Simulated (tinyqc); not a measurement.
From results back to parameters: phonon-assisted absorption at an indirect gap. Four cases, with inputs chosen for the exercise.

Problem. A slab transmits Tr = (1 - R)^2 x/(1 - R^2 x^2) with x = exp(-alpha d) and R = ((nr - 1)/(nr + 1))^2.

Case 1.

Values chosen (out of a larger set: loosely those of SiC at room temperature; Eg is not tied to T; not measured data): nr = 2.84 (refractive index); d = 48 micrometre (thickness).

Tr = 0.401115

Case 2.

Values chosen (out of a larger set: loosely those of Si at room temperature; Eg is not tied to T; not measured data): nr = 3.66 (refractive index); d = 2.4 micrometre (thickness).

Tr = 0.331996

Case 3.

Values chosen (out of a larger set: loosely those of Si at room temperature; Eg is not tied to T; not measured data): nr = 3.66 (refractive index); d = 1.6 micrometre (thickness).

Tr = 0.490859

Case 4.

Values chosen (out of a larger set: loosely those of Si at room temperature; Eg is not tied to T; not measured data): nr = 3.54 (refractive index); d = 130 micrometre (thickness).

Tr = 7.08082e-10

Find: x; alpha.

Solution. Tr R^2 x^2 + (1 - R)^2 x - Tr = 0; take the positive root, then alpha = -ln(x)/d.

Case 1.

x = 0.6603
alpha = 86.5 1/cm

Case 2.

x = 0.6932
alpha = 1.53e+03 1/cm

Case 3.

x = 0.9717
alpha = 179 1/cm

Case 4.

x = 1.500e-09
alpha = 1.56e+03 1/cm

Computed by tinyqc, one run a case: `OMP_NUM_THREADS=1 python tinyqc.py N N+1 out.jsonl` with N = 1652659, 1680002, 1680101, 1680168; one thread of a shared Intel(R) Xeon(R) Processor @ 2.30GHz, about 0.01 s a run at most.
